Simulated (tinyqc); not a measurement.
Comparisons within one model: defect, radiative and Auger recombination at equal electron and hole densities (ABC model). A value that a table varies takes the place of the one given here.

J/(e d) = Ae n + B n^2 + C n^3 with Ae = A + 4 S/w (four side walls, carriers spread evenly), e = 1.602176634e-19 C, lengths in cm; internal efficiency IQE = B n^2/(Ae n + B n^2 + C n^3); all injected carriers recombine in the layer.

Parameters, chosen for this exercise (orders of magnitude like those quoted for InP; shifted at random, so the results belong to these values and not to a real crystal):
```
symbol  value    unit        meaning
A       5700000  1/s         defect rate
B       1.2e-10  cm^3/s      radiative coefficient
C       6.9e-31  cm^6/s      Auger coefficient
S       0        cm/s        recombination velocity of the side walls
w       40       micrometre  side of the square mesa
d       130      nm          active thickness
S2      800      cm/s        recombination velocity of the side walls in this comparison
J       100000   A/cm^2      current density
```

## Efficiency against current

The slope is d ln(B n^2)/d ln J = 2 (Ae + B n + C n^2)/(Ae + 2 B n + 3 C n^2).

Results:
```
J (A/cm^2)  n (1/cm^3)    IQE  slope  differential lifetime (ns)
2.0           6.88e+16  0.591  1.256                        45.0
9.0           1.67e+17  0.778  1.124                        21.8
30            3.23e+17  0.870  1.067                        12.0
1.0e+02       6.08e+17  0.925  1.036                        6.56
5.0e+02       1.39e+18  0.959  1.013                        2.92
2.0e+03       2.78e+18  0.968  1.001                        1.45
9.0e+03       5.88e+18  0.960  0.988                       0.672
3.0e+04       1.06e+19  0.939  0.974                       0.359
1.0e+05       1.90e+19  0.900  0.954                       0.189
5.0e+05       4.03e+19  0.811  0.915                      0.0767
```

IQE peaks at 0.968 for J = 2.13e+03 A/cm^2, where the slope passes 1. It is 0.591 at the lowest current and 0.811 at the highest, a droop of 16 %. The slope runs from 1.26 to 0.91; its limits are 2 (defects alone), 1 (radiation alone) and 2/3 (Auger alone). Rows above 1e5 A/cm^2 (1 of them) are formal: heating, left out, would destroy a real device. In the 5 rows above about 2e18 1/cm^3 the bands are degenerate: B saturates and stimulated emission, left out, would clamp n in a laser cavity.

## Shrinking the mesa

S = S2; w takes the values listed.

Results:
```
w (micrometre)  Ae (1/s)  IQE_max  J at the peak (A/cm^2)  IQE at J
200             5.86e+06    0.968                2.19e+03     0.900
100             6.02e+06    0.967                2.25e+03     0.900
50              6.34e+06    0.966                2.38e+03     0.899
20              7.30e+06    0.964                2.74e+03     0.899
10              8.90e+06    0.960                3.36e+03     0.899
5               1.21e+07    0.954                4.59e+03     0.897
2               2.17e+07    0.939                8.37e+03     0.894
1               3.77e+07    0.922                1.48e+04     0.889
```

The walls equal the bulk defect rate at w = 4 S/A = 5.61 micrometre. From 200 to 1 micrometre the peak efficiency falls from 0.968 to 0.922 and moves to a current 6.75 times higher; at the fixed J the efficiency goes from 0.9 to 0.889. For large w diffusion to the walls, left out here, would limit the loss.

## Spreading the carriers over a thicker layer

d is multiplied by the factor listed, at the same J.

Results:
```
factor  n (1/cm^3)    defect  radiative   Auger
0.10      5.51e+19  0.000654      0.759   0.240
0.20      4.03e+19  0.000956      0.811   0.188
0.50      2.63e+19   0.00156      0.867   0.131
1.0       1.90e+19   0.00225      0.900  0.0981
2.0       1.36e+19   0.00323      0.924  0.0723
5.0       8.71e+18   0.00517      0.947  0.0474
10        6.19e+18   0.00735      0.959  0.0341
20        4.39e+18    0.0104      0.965  0.0244
```

The best factor listed is 20 (IQE 0.9652); the optimum factor equals J/J_peak = 46.9, a layer of 6.09e+03 nm, since only J/d matters and the peak value 0.968 does not depend on d. A thicker layer trades Auger loss (0.24 to 0.0244) for defect loss (0.000654 to 0.0104).

## What moves the efficiency

IQE_max = Q/(Q + 2) with Q = B/sqrt(Ae C), reached at n = sqrt(Ae/C). Each row changes one parameter from the base and keeps the others.

Results:
```
case                 n (1/cm^3)     IQE  IQE_max  J at the peak (A/cm^2)
base                  1.897e+19  0.8996   0.9680                2.13e+03
A = 11400000 1/s      1.895e+19  0.8977   0.9553                4.32e+03
B = 1.8e-10 cm^3/s    1.584e+19  0.9410   0.9784                3.17e+03
C = 1.38e-30 cm^6/s   1.817e+19  0.8254   0.9553                1.08e+03
d = 260 nm            1.360e+19  0.9245   0.9680                4.27e+03
J = 300000 A/cm^2     3.183e+19  0.8442   0.9680                2.13e+03
```

The largest shifts from the base row, up to three for each result and ties (the steps differ in size, so this ranks the rows, not the parameters). n (1/cm^3): J +1.29e+19, d -5.37e+18, B -3.13e+18. IQE: C -0.0743, J -0.0554, B +0.0414. IQE_max: A -0.0127, C -0.0127, B +0.0104; unchanged at the printed digits by d and J. J at the peak (A/cm^2): A +2.19e+03, d +2.13e+03, C -1.05e+03; unchanged at the printed digits by J.

Computed by tinyqc, a small Python program: `OMP_NUM_THREADS=1 python tinyqc.py 1680840 1680841 out.jsonl` (the numbers bound the seed that draws the inputs); one thread of a shared host (Intel(R) Xeon(R) Processor @ 2.30GHz), about 0.01 s for the whole set of steps.
